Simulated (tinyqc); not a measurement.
Matthiessen's rule against the full average: mobility of a non-polar semiconductor in the relaxation-time approximation. Computed by tinyqc, a small Python program. Command: `OMP_NUM_THREADS=1 python tinyqc.py 3009196 3009197 out.jsonl rta walk`. One thread of a shared host (Intel(R) Xeon(R) Processor @ 2.30GHz), about 0.01 s of CPU time with the checks.

Each valley is treated as a sphere of mass m_d for states and rates, with one isotropic relaxation time; the conductivity mass m_c sets the current.

Inputs (values chosen for the exercise, modelled on electrons in silicon):
```
quantity                                            value       unit
longitudinal mass m_l                                0.91        m_0
transverse mass m_t                                  0.19        m_0
equivalent valleys Z                                    6          -
non-parabolicity alpha                               0.51       1/eV
static permittivity eps_s                            11.7          -
density rho                                          2329     kg/m^3
sound velocity v_l                                   8800        m/s
acoustic deformation potential D_A                    8.8         eV
phonon energy hbar w                                 60.1        meV
optical or intervalley deformation potential D_o      4.9  1e8 eV/cm
final valleys Z_f                                       5          -
carrier density n                                 1.2e+17     1/cm^3
compensation ratio C                                    0          -
temperature T                                         500          K
```

Band: Kane. Impurity formula: Brooks-Herring. Further scattering: none.

Constants: k_B = 8.617333262e-05 eV/K; m_0 = 9.1093837015e-31 kg; e = 1.602176634e-19 C; hbar = 1.054571817e-34 J s; eps_0 = 8.8541878128e-12 F/m; k_B = 1.380649e-23 J/K; hbar = 6.582119569e-16 eV s.

Method:
- m_d = (m_l m_t^2)^(1/3); 1/m_c = (1/m_l + 2/m_t)/3; Hall mass factor A = 3 K_m (K_m + 2)/(2 K_m + 1)^2, K_m = m_l/m_t; N_I = n (1 + C)/(1 - C).
- Kane band: hbar^2 k^2/(2 m) = E (1 + alpha E), speed v = hbar k/(m (1 + 2 alpha E)), states per spin, volume and energy g(E) = m k (1 + 2 alpha E)/(2 pi^2 hbar^2); overlap factors are set to 1. Here m = m_d. Masses are multiplied by m_0 and all formulas are in SI units.
- The reduced Fermi level eta = E_F/(k_B T) solves n = 2 Z int g f dE with f = 1/(1 + exp(x - eta)) (Z = 1 unless valleys are given); screening length L_s = sqrt(eps_s eps_0 k_B T/(e^2 dn/deta)), dn/deta = 2 Z int g f (1 - f) dE.
- Integrals over x = E/(k_B T) use 160 Gauss-Legendre points in u = sqrt(x) from 0 to sqrt(max(eta, 0) + 32).
- Phonon occupation N_q = 1/(exp(hbar w/(k_B T)) - 1).
- Acoustic deformation potential (elastic, equipartition, absorption and emission together): 1/tau = 2 pi k_B T D_A^2 g(E)/(hbar rho v_l^2).
- Optical or intervalley deformation potential: 1/tau = (pi Z_f D_o^2/(rho w)) [N_q g(E + hbar w) + (N_q + 1) g(E - hbar w)], with g = 0 below the band edge.
- Each optical term is multiplied by (1 - f(E'))/(1 - f(E)), E' the final energy, for Pauli blocking.
- Singly charged impurities, momentum relaxation: 1/tau = N_I e^4 m (1 + 2 alpha E) Phi/(8 pi (eps_s eps_0)^2 hbar^3 k^3), with alpha = 0 for a parabolic band.
- Brooks-Herring: Phi = ln(1 + b) - b/(1 + b), b = 4 k^2 L_s^2.
- mu = (m_d/m_c) (2 Z e/(3 n k_B T)) int g v^2 tau f (1 - f) dE.
- Averages over x are split at the emission threshold x_0 = hbar w/(k_B T): 64 Gauss-Legendre points in sqrt(x) below it and 128 in sqrt(x - x_0) above it, up to x = max(eta, 0) + 32.
- Rates are added at each energy before the average. With <y> = int g v^2 y f (1 - f) dE: Hall factor r_H = A (3 n k_B T/(2 Z m_d)) <tau^2/(1 + 2 alpha E)>/<tau>^2 (alpha = 0 for a parabolic band); Hall mobility r_H mu; |S| = (k_B/e) (<x tau>/<tau> - eta); resistivity 1/(n e mu).
- Matthiessen's rule adds 1/mu of the separate processes.

acoustic mobility = 1157.05 cm^2/(V s)

optical mobility = 1385.90 cm^2/(V s)

ionised impurity mobility = 13021.6 cm^2/(V s)

drift mobility mu = 493.587 cm^2/(V s)

Separate mobilities:
```
process           mu (cm^2/(V s))  share of the sum of 1/mu (%)
acoustic                     1157                        51.982
optical                      1386                        43.399
ionised impurity            13022                         4.619
```

mobility by Matthiessen's rule = 601.46 cm^2/(V s)

excess of Matthiessen's rule over the full mu = 21.856 %

What follows from these numbers?

The rule gives 601.5 against the full 493.6, 21.9 % too high; it can only overestimate, since each separate average is carried by the energies where that process is weak. The error is large because acoustic and optical scattering both carry weight and depend on energy in different ways.
